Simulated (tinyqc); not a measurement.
Sp3 tight binding, zinc-blende lattice, step by step. One step of it, computed by the program tinyqc.

Problem. Levels at k. Diagonalise the Hermitian matrix.

H(k) at k (eV), lower triangle (Hermitian):
```
                      a s                 a px                a py                 a pz
a s            -19.750000
a px             0.000000            -9.370000
a py             0.000000             0.000000           -9.370000
a pz             0.000000             0.000000            0.000000            -9.370000
c s   -1.516475+1.663668i  -1.066268+0.912732i  0.447143-2.176524i  -2.109198+0.461415i
c px   1.066268-0.912732i   0.367630-0.403313i  2.444068-0.534673i  -0.518134+2.522083i
c py  -0.447143+2.176524i   2.444068-0.534673i  0.367630-0.403313i   1.235556-1.057643i
c pz   2.109198-0.461415i  -0.518134+2.522083i  1.235556-1.057643i   0.367630-0.403313i

             c s       c px       c py       c pz
c s   -11.950000
c px    0.000000  -5.310000
c py    0.000000   0.000000  -5.310000
c pz    0.000000   0.000000   0.000000  -5.310000
```

Give: eigenvalues; weights |c|^2 of the basis functions.

Solution.

eigenvalues (eV): -21.0582  -14.3304  -11.7088  -11.2196  -7.3890  -4.0710  -3.4524  -2.5105

weights |c|^2 of the basis functions:
```
      band 1  band 2  band 3  band 4  band 5  band 6  band 7  band 8
a s   0.8972  0.0262  0.0064  0.0000  0.0395  0.0243  0.0003  0.0062
a px  0.0001  0.0983  0.1318  0.4788  0.0345  0.0002  0.1525  0.1037
a py  0.0006  0.1481  0.3138  0.1029  0.2405  0.0678  0.0373  0.0889
a pz  0.0007  0.1445  0.2595  0.1795  0.2132  0.0651  0.0486  0.0888
c s   0.0610  0.5210  0.0374  0.0005  0.3671  0.0064  0.0002  0.0064
c px  0.0072  0.0171  0.0786  0.1422  0.0103  0.0017  0.4758  0.2670
c py  0.0169  0.0236  0.0906  0.0368  0.0522  0.4362  0.1257  0.2180
c pz  0.0162  0.0211  0.0819  0.0592  0.0428  0.3982  0.1595  0.2210
```
